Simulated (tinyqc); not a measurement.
Worked calculation: UHF in the sto-3g basis, for BeH2, spin multiplicity 1. One step of it, computed by the program tinyqc.

Problem. Iteration 2: DIIS coefficients. Solve [B -1; -1 0][c; lambda] = [0; -1] for the coefficients, which sum to one.

B (overlaps of the stored error matrices):
```
[[7.0444624e-02, 1.2652187e-02],
 [1.2652187e-02, 4.5011886e-03]]
```

Give: DIIS coefficients.

Solution.

DIIS coefficients: [-0.1642, 1.1642]
